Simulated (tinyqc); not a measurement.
Interface traps from C-V curves, high-low and Terman methods: two steps of the calculation.

MOS capacitor on an n-type substrate; psi is the band bending, negative in depletion; only majority carriers are counted. At the bending psi the Fermi level lies y = xi - psi below the conduction edge at the surface, xi = Vt ln(Nc/Nd). Dit(y) = D0 + D1 exp(-y/E1); traps fill up to the Fermi level, follow the bias and a slow signal, and do not follow a fast one. V is the gate voltage from flat band.

Parameters, values chosen for the exercise; band and dielectric values those of a made-up semiconductor: temperature T = 350 K; relative permittivity eps_r = 14.7; conduction-band density of states at T Nc = 1.44e19 cm^-3; donor density Nd = 6.5e16 cm^-3; equivalent oxide thickness EOT = 9.8 nm; trap density far from the band edge D0 = 1.3e11 cm^-2 eV^-1; band-tail density at the conduction edge D1 = 4.4e12 cm^-2 eV^-1; decay energy of the tail E1 = 0.1 eV; points n = 8; deepest band bending pa = -0.35 V; shallowest band bending pb = -0.045 V.

Constants: q = 1.602176634e-19 C, kB = 1.380649e-23 J/K, Vt = kB T/q, eps0 = 8.8541878128e-14 F/cm where lengths are in cm. Results are converted to the units shown.

Question 1. The curves. Cox = 3.9 eps0/EOT, LD = sqrt(eps0 eps_r Vt/(q Nd)), u = psi/Vt, Cd = (eps0 eps_r/(sqrt(2) LD)) |exp(u) - 1|/sqrt(exp(u) - u - 1). Ideal V0 = psi - sqrt(2) (eps0 eps_r Vt/LD) sqrt(exp(u) - u - 1)/Cox for psi < 0; the traps add dV = (q/Cox) times the integral of Dit from 0 to psi = (q/Cox) [D0 psi + D1 E1 exp(-xi/E1) (exp(psi/E1) - 1)]. 1/C_HF = 1/Cox + 1/Cd, 1/C_LF = 1/Cox + 1/(Cd + q Dit). Take n equally spaced psi from pa to pb.

Find: psi; y; Dit; V0; V; C_HF; C_LF; Cox.

Answer 1.

| point | psi (V) | y (eV) | Dit (cm^-2 eV^-1) | V0 (V) | V (V) | C_HF (nF/cm^2) | C_LF (nF/cm^2) |
|---|---|---|---|---|---|---|---|
| 0 | -0.35000 | 0.51289 | 1.5606e11 | -0.61426 | -0.67301 | 103.01 | 114.93 |
| 1 | -0.30643 | 0.46931 | 1.7029e11 | -0.55203 | -0.60756 | 108.43 | 120.84 |
| 2 | -0.26286 | 0.42574 | 1.9230e11 | -0.48827 | -0.54022 | 114.96 | 128.17 |
| 3 | -0.21929 | 0.38217 | 2.2632e11 | -0.42251 | -0.47033 | 123.08 | 137.47 |
| 4 | -0.17571 | 0.33860 | 2.7891e11 | -0.35404 | -0.39690 | 133.56 | 149.53 |
| 5 | -0.13214 | 0.29503 | 3.6023e11 | -0.28164 | -0.31823 | 147.63 | 165.42 |
| 6 | -0.08857 | 0.25146 | 4.8595e11 | -0.20304 | -0.23133 | 167.21 | 186.47 |
| 7 | -0.04500 | 0.20789 | 6.8032e11 | -0.11371 | -0.13059 | 194.46 | 213.68 |

Cox = 352.36 nF/cm^2

At the deepest bending the traps stretch the gate voltage from -0.614 to -0.673 V.

Question 2. High-low extraction. q Dit = (1/C_LF - 1/Cox)^(-1) - (1/C_HF - 1/Cox)^(-1) at each point.

| point | C_HF (nF/cm^2) | C_LF (nF/cm^2) |
|---|---|---|
| 0 | 103.01058 | 114.93329 |
| 1 | 108.42592 | 120.83689 |
| 2 | 114.96121 | 128.16842 |
| 3 | 123.08396 | 137.47277 |
| 4 | 133.55758 | 149.53069 |
| 5 | 147.63390 | 165.42418 |
| 6 | 167.21441 | 186.47424 |
| 7 | 194.45671 | 213.68121 |

Cox = 352.36054 nF/cm^2

Find: Dit by high-low.

Answer 2.

| point | Dit by high-low (cm^-2 eV^-1) |
|---|---|
| 0 | 1.561e11 |
| 1 | 1.703e11 |
| 2 | 1.923e11 |
| 3 | 2.263e11 |
| 4 | 2.789e11 |
| 5 | 3.602e11 |
| 6 | 4.859e11 |
| 7 | 6.803e11 |

Range of the model: In a narrow-gap semiconductor minority carriers respond as well once the bending nears the inversion point; they are left out.

Program tinyqc, `OMP_NUM_THREADS=1 python tinyqc.py 2030059 2030060 out.jsonl`; Intel Xeon 2.30GHz, shared host, one thread, about 0.01 s.
